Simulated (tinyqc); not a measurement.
## On-chip interconnect, size-dependent resistivity and RC delay: two metals against line width

A rectangular line between two neighbours and two ground planes. Surface and grain-boundary scattering are added to the bulk resistivity as corrections; capacitances are parallel-plate values without fringing; inductance is ignored.

Metal width x = wd - 2 tl, height y = AR wd - tl; grain boundaries (Mayadas-Shatzkes): al = (lam/(gr x)) Rg/(1 - Rg), g = 1/[1 - 3 al/2 + 3 al^2 - 3 al^3 ln(1 + 1/al)] - 1; surfaces (Fuchs-Sondheimer, thick limit): s = (3/8) lam (1 - ps)(1/x + 1/y); rho = rho0 (1 + g + s); r = rho/(x y). The second metal has rho2, lam2 and tl2 in place of rho0, lam and tl; ps, Rg, gr and AR are shared.

Inputs (values chosen for the exercise); metal values close to those of copper:
```
symbol,value,unit,meaning
rho0,1.7,uohm cm,bulk resistivity
lam,39.8,nm,bulk mean free path
ps,0,,specular share of surface scattering
Rg,0.39,,reflection coefficient of grain boundaries
gr,2,,grain size over the metal width
AR,2.4,,"aspect ratio, height over width"
tl,2.8,nm,"liner on both walls and the bottom, not conducting"
sp,14,nm,space to the neighbouring lines
hd,22,nm,dielectric height to the planes above and below
ek,2.5,,relative permittivity of the dielectric
Mf,2,,Miller factor of the neighbours
rho2,7.75,uohm cm,bulk resistivity of the second metal (close to ruthenium)
lam2,6.43,nm,mean free path of the second metal
tl2,0.3,nm,liner of the second metal
```

Constants: eps0 = 8.8541878128e-12 F/m. Results are converted to the units shown.

Two metals against line width:
```
wd (nm),"rho, first (uohm cm)","rho, second (uohm cm)","r, first (ohm/um)","r, second (ohm/um)",ratio second/first
8,25.94,14.33,6590,1024,0.1555
10,15.31,12.95,1642,581.4,0.3542
13,10.01,11.71,476.1,305.7,0.6421
17,7.201,10.76,166.2,162.0,0.9745
22,5.582,10.06,68.08,89.58,1.316
30,4.347,9.441,25.75,44.79,1.740
45,3.363,8.874,8.114,18.56,2.287
70,2.730,8.471,2.566,7.279,2.837
120,2.286,8.170,0.7006,2.378,3.395
```

The resistivity of the first metal falls from 25.9 to 2.29 uohm cm and that of the second goes from 14.3 to 8.17 uohm cm as the line widens. The products rho0 lam, which set the size effect, are 67.7 and 49.8 uohm cm nm. The two resistances cross at wd = 17.3 nm: below it the second metal gives the lower line resistance. For widths well under the mean free path the thick-limit surface term is only a guide.

Range of the model: The metal width is under the mean free path, where the thick-limit surface term and the simple sum of corrections lose accuracy.

Program tinyqc, `OMP_NUM_THREADS=1 python tinyqc.py 2100123 2100124 out.jsonl`; Intel Xeon 2.30GHz, shared host, one thread, about 0.01 s.
